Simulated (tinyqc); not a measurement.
Tight binding, honeycomb lattice, step by step. One step of it, computed by the program tinyqc.

Problem. Bloch Hamiltonian at k. H_AB = -t1 (1 + exp(-i k.a1) + exp(-i k.a2)); H_AA = delta - 2 t2 sum cos(k.b + phi), H_BB = -delta - 2 t2 sum cos(k.b - phi), b = a1, a2 - a1, -a2.

Parameters chosen for this model:
```
parameter,value,unit
t1,2.060000,"eV, nearest"
t2,0.300000,"eV, second neighbours"
phi,0,"rad, phase of t2 (Haldane)"
delta,0.950000,"eV, +/- on A and B"
```

k point k (fractions of the reciprocal vectors): -0.160000  0.000000

Give: H(k) at k.

Solution.

H(k) at k (eV):
```
,A,B
A,-0.2930,-5.2238-1.7393i
B,-5.2238+1.7393i,-2.1930
```
